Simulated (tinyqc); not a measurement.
What moves the results: valley splitting of a silicon quantum well in envelope theory. A value that a table varies takes the place of the one given here.

The well lies at 0 < z < L; U(z) = V0 [1/(1 + exp(z/w)) + 1/(1 + exp((L - z)/w))] - e F z, 1 mV/nm = 1e-4 eV/angstrom. The envelope psi solves -(c/ml) psi'' + U psi = E psi, c = hbar^2/2m0, by three-point differences on a grid of 0.1 angstrom from -40 to L + 40 angstrom. The two valleys at +/- k0 couple through D = C0 times the integral of exp(-i q z) U(z) psi^2, q = 2 k0 (2 pi/a), and split by Ev = 2|D|.

Random alloy: with Y(z) = Yw + (Yb - Yw) B(z), B the bracket in U, and in-plane density exp(-r^2/ad^2)/(pi ad^2), D gains a random complex part of variance sigma^2 = (C0^2/pi)(a^2 V0/(8 ad (Yb - Yw)))^2 (4/a) times the integral of psi^4 Y (1 - Y). Alone it gives a mean splitting sqrt(pi) sigma; together with the smooth part the rms splitting is 2 sqrt(|D|^2 + sigma^2).

Constants: hbar^2/2m0 = 3.80998211 eV angstrom^2.

Parameters, chosen for this exercise (near those of a strained Si well in SiGe; shifted at random, so the results belong to these values and not to a real crystal): L = 68 angstrom (well width); V0 = 0.19 eV (conduction offset); ml = 0.932 m0 (mass along z); F = 7 mV/nm (field pressing towards the upper interface); k0 = 0.852 2 pi/a (valley position); a = 5.431 angstrom (lattice constant); C0 = 0.266 (Bloch overlap factor); Yb = 0.28 (Ge share of the barrier); Yw = 0 (Ge share of the well); ad = 100 angstrom (dot radius); ws = (0.3, 0.5, 0.9, 1.6, 1.9, 3, 4.3) angstrom (interface widths); Ls = (68, 69.4, 70.7, 72.1, 73.4, 74.8, 76.1, 77.5) angstrom (widths in steps of one atomic layer, a/4, rounded to the grid); F2 = 0 mV/nm (second field, zero or weak); w1 = 0.4 angstrom (interface width for this table); w = 0.3 angstrom (interface width parameter).

## Sharpness of the interface

The smooth part 2|D| and the disorder part against w, beside y/sinh(y) with y = pi q w. The 12 to 88 % width of the step is 4w.

Results:
```
w (angstrom),4w (angstrom),2|D| (micro-eV),y/sinh(y),sqrt(pi) sigma (micro-eV)
0.3,1.2,113.46,0.59,11.7
0.5,2.0,53.62,0.28,12.6
0.9,3.6,8.25,0.042,15.2
1.6,6.4,0.22,0.00099,21.1
1.9,7.6,0.04,0.00018,24.0
3.0,12.0,0.00,3.2e-07,35.2
4.3,17.2,0.00,1.4e-10,50.1
```

The smooth part needs a Fourier component of U psi^2 at a wavelength of 3.19 angstrom; from the first row to the third it falls by a factor 13.7, while y/sinh(y) falls by 14 (the envelope near the step and the phase between the two interfaces change too). The disorder part goes from 11.7 to 50.1 micro-eV, growing as the electron overlaps more alloy. It takes over between w = 0.5 and 0.9 angstrom, that is a step 2.0 to 3.6 angstrom wide, with 1.36 angstrom to an atomic layer.

## Adding atomic layers

The smooth splitting Ev = 2|D| with w = w1, at the field F2 and at F.

Results:
```
L (angstrom),q L mod 2 pi,Ev at F2 (micro-eV),Ev at F (micro-eV)
68.0,2.11,19.8,80.0
69.4,4.87,35.1,81.7
70.7,1.15,1.72,79.2
72.1,3.91,33.3,81.0
73.4,0.19,13.4,79.5
74.8,2.95,24.7,80.0
76.1,5.51,23.0,79.8
77.5,1.99,12.5,79.3
```

At F2 the splitting swings between 1.72 and 35.1 micro-eV, a ratio of 20.4, as the two interfaces add with the phase q L, which advances on average by 2.68 rad a layer. At F the ratio is 1.03, where in the first row psi^2 at the upper interface is 45.9 times that at the lower one: one interface dominates and the interference fades.

## What each parameter does

Orbital spacing, psi^2 at z = L, the smooth splitting and sigma; V0 is held fixed when Yw changes. Each row changes one parameter from the base and keeps the others.

Results:
```
case,E2 - E1 (meV),psi^2(L) (1e-3/angstrom),2|D| (micro-eV),sigma (micro-eV)
base,25.31,3.711,113.46,6.6
ad = 140 angstrom,25.31,3.711,113.46,4.7
Yw = 0.03,25.31,3.711,113.46,94.7
L = 74 angstrom,23.85,3.663,111.88,6.5
V0 = 0.237 eV,25.68,2.972,113.07,6.3
w = 0.21 angstrom,25.30,3.737,146.13,6.4
F = 10.5 mV/nm,30.13,5.473,168.69,9.8
k0 = 0.832 2 pi/a,25.31,3.711,120.21,6.6
C0 = 0.319,25.31,3.711,136.07,7.9
```

The largest shifts from the base row, up to three for each result and ties (the steps differ in size, so this ranks the rows, not the parameters). E2 - E1 (meV): F +4.82, L -1.46, V0 +0.37; unchanged at the printed digits by ad, Yw, k0 and C0. psi^2(L) (1e-3/angstrom): F +1.762, V0 -0.739, L -0.047; unchanged at the printed digits by ad, Yw, k0 and C0. 2|D| (micro-eV): F +55.22, w +32.67, C0 +22.61; unchanged at the printed digits by ad and Yw. sigma (micro-eV): Yw +88.1, F +3.2, ad -1.9; unchanged at the printed digits by k0.

tinyqc: `OMP_NUM_THREADS=1 python tinyqc.py 1252424 1252425 out.jsonl`; about 0.06 s, one thread, shared Intel(R) Xeon(R) Processor @ 2.30GHz.
